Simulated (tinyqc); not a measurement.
## Capacitances against the relative permittivity between the lines

Endless row of lines of width wl, height tl and space sl between grounded planes at distance hd; e2 fills the gaps beside the lines, e1 the rest. Laplace's equation is solved on meshes of 3, 6 and 12 steps per unit u and extrapolated (Aitken), which is good to about 0.2 %. C_even (all lines at 1 V) is the capacitance Cg to the planes; C_odd (neighbours in antiphase) = Cg + 4 Cc if only nearest neighbours couple, which defines Cc; total with quiet neighbours Cg + 2 Cc. Plate values 2 eps0 e1 wl/hd and eps0 e2 tl/sl.

Values chosen for this exercise:

| symbol | value | unit | meaning |
|---|---|---|---|
| e1 | 2.4 |  | relative permittivity above and below the lines |
| wl | 6 | u | line width, in units u |
| tl | 8 | u | line height |
| sl | 4 | u | space between lines |
| hd | 4 | u | distance to each plane |

Constants: eps0 = 8.8541878128e-12 F/m. Results are converted to the units shown.

The same in every row: plate Cg (aF/um) = 63.8.

Result of one run:
```
Cg (aF/um),Cc (aF/um),Cg + 2 Cc (aF/um),C_odd (aF/um),plate Cc (aF/um),"share of coupling, 2 Cc/(Cg + 2 Cc) (%)"
102,92.9,288,474,88.5,64.5
```

Which relative permittivity between the lines e2 gave this result: 1, 1.5, 3, 3.9 or 5?

e2 = 5.

The whole series:
```
e2,Cg (aF/um),Cc (aF/um),Cg + 2 Cc (aF/um),C_odd (aF/um),plate Cc (aF/um),"share of coupling, 2 Cc/(Cg + 2 Cc) (%)"
1,96.5,22.7,142,187,17.7,32.0
1.5,98.0,31.4,161,224,26.6,39.1
2,99.0,40.2,179,260,35.4,44.8
2.5,99.9,48.9,198,296,44.3,49.5
3,101,57.7,216,331,53.1,53.4
3.9,101,73.5,248,395,69.1,59.2
5,102,92.9,288,474,88.5,64.5
7,103,128,360,616,124,71.3
```

As e2 goes from 1 to 7, Cg rises from 96.5 to 103 aF/um, Cc rises from 22.7 to 128 aF/um and the share of coupling rises from 32.0 to 71.3 %. Cg is 1.51 times its plate value in the first row and 1.62 times in the last; for Cc the ratios are 1.28 and 1.03. Neighbours in antiphase raise the load by a factor of 1.32 and 1.71 over quiet ones.

tinyqc, about 0.4 s, one thread, Intel Xeon 2.30GHz (shared host): `OMP_NUM_THREADS=1 python tinyqc.py 2790141 2790142 out.jsonl`
